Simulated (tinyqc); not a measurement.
# Current crowding under a contact, resistor ladder against the transmission-line model: what changes with what

A metal contact of length d and width W on a thin layer of the same width. The metal has no resistance, the sheet resistance under it equals Rsh, and current enters the layer at the front edge x = 0.

Inputs (values chosen for the exercise):

| symbol | value | unit | meaning |
|---|---|---|---|
| Rsh | 2800 | ohm/sq | sheet resistance of the semiconductor layer |
| rc | 3.2e-5 | ohm cm^2 | specific contact resistivity |
| d | 2.1 | um | contact length |
| W | 110 | um | contact width |

Each table varies one quantity; the others keep the values above.

## Convergence with the number of cells

Cut the contact into n cells of length hc = d/n. Neighbouring cell centres are joined by a = W/(Rsh hc), each centre joins the metal (0 V) by g = W hc/rc, and I enters cell 1 through half a cell: -a v_(i-1) + b_i v_i - a v_(i+1) = I for i = 1 and 0 otherwise, b_i = g + 2 a (g + a at both ends). Rc = v_1/I + 1/(2 a). The error is against Transfer length Lt = sqrt(rc/Rsh); front resistance Rc = (Rsh Lt/W) coth(d/Lt); end resistance Re = (Rsh Lt/W)/sinh(d/Lt).

Convergence with the number of cells:
```
n,hc/Lt,Rc (ohm),error (%)
1,1.964,40.58,43.4
2,0.9822,31.72,12.1
4,0.4911,29.19,3.13
8,0.2455,28.53,0.790
16,0.1228,28.36,0.198
32,0.06139,28.32,0.0495
64,0.03069,28.31,0.0124
```

What does the comparison show?

The exact Rc is 28.304 ohm. The error falls from 43 % to 0.012 %, by a factor of 4.0 over the last doubling: second order in the cell length.

## Effect of the sheet resistance

Same model as above.

Transfer length Lt = sqrt(rc/Rsh); front resistance Rc = (Rsh Lt/W) coth(d/Lt); end resistance Re = (Rsh Lt/W)/sinh(d/Lt).

Results:
```
Rsh (ohm/sq),Lt (um),d/Lt,Rc W (ohm um),Re W (ohm um)
110,5.3936,0.38935,1600.0,1486.0
280,3.3806,0.62119,1714.9,1430.0
710,2.1230,0.98918,1991.1,1301.0
4600,0.83406,2.5178,3886.9,622.80
12000,0.51640,4.0666,6200.4,212.43
30000,0.32660,6.4299,9798.0,31.600
78000,0.20255,10.368,15799,0.99294
```

Estimate the missing row, Rsh = 1800 ohm/sq.

Computed row:
```
Rsh (ohm/sq),Lt (um),d/Lt,Rc W (ohm um),Re W (ohm um)
1800,1.3333,1.5750,2614.9,1038.1
```

With this row back in the table: Rc W rises from 1600 to 15800 ohm um while Re W falls from 1490 to 0.993 ohm um; for Rsh going to zero both tend to rc/d = 1520 ohm um. A larger Rsh shortens Lt and crowds the current to the front edge.

Numbers from tinyqc (`OMP_NUM_THREADS=1 python tinyqc.py 2760060 2760061 out.jsonl`; about 0.01 s on one thread of a shared Intel Xeon 2.30GHz).
